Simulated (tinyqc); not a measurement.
Closing and inverting the gap: three-level Kane dispersion of a narrow-gap semiconductor.

Zero of energy at Gamma8, c = hbar^2/2m0, P^2 = Ep c. The free-electron term and remote bands are left out, so the heavy holes are flat at E = 0 and the other three bands obey E (E - Eg)(E + Dso) = P^2 k^2 (E + 2 Dso/3). The conduction band is the highest root; its edge is Ec = max(Eg, 0).

Constants: hbar^2/2m0 = 3.80998211 eV angstrom^2.

Values chosen for the exercise (out of a larger set: near those of GaSb; not measured data): Dso = 0.74 eV (spin-orbit splitting); Ep = 27.6 eV (Kane energy); k = 0.016 1/angstrom (wave vector).

Eg is varied at fixed k, Dso and Ep. Edge mass: Eg (Eg + Dso)/(Ep (Eg + 2 Dso/3)) for Eg > 0, 3 |Eg|/(2 Ep) for Eg < 0. The Gamma6 weight of the conduction state is 1/(1 + P^2 k^2 [(2/3)/E^2 + (1/3)/(E + Dso)^2]).

Results:
```
Eg (eV),m0*,highest root (eV),middle (eV),lowest (eV),E - Ec (meV),Gamma6 weight
-0.300,0.01630,0.0526,-0.3321,-0.7605,52.6,0.133
-0.060,0.00326,0.1115,-0.1581,-0.7534,111.5,0.407
-0.015,0.00082,0.1316,-0.1341,-0.7526,131.6,0.488
0.015,0.00081,0.1471,-0.1200,-0.7521,132.1,0.543
0.060,0.00314,0.1734,-0.1020,-0.7514,113.4,0.622
0.150,0.00752,0.2354,-0.0752,-0.7502,85.4,0.750
0.300,0.01425,0.3583,-0.0495,-0.7488,58.3,0.872
```

Give the missing row, Eg (eV) = -0.150.

Computed row:
```
Eg (eV)      m0*  highest root (eV)  middle (eV)  lowest (eV)  E - Ec (meV)  Gamma6 weight
-0.150   0.00815             0.0814      -0.2160      -0.7554          81.4          0.269
```

The edge mass vanishes with |Eg| from both sides, yet the kinetic energy at this k stays finite, at most 132.1 meV in the table; at Eg = 0 the two-level form, without the split-off band, gives the linear value sqrt(2/3) P k = 134.0 meV. The Gamma6 weight of the conduction state goes smoothly from 0.13 to 0.87 and is 0.49 and 0.54 in the two rows next to Eg = 0: at finite k nothing jumps at the inversion.

Program tinyqc; command `OMP_NUM_THREADS=1 python tinyqc.py 1050652 1050653 out.jsonl`; about 0.01 s on one thread of a shared Intel(R) Xeon(R) Processor @ 2.30GHz.
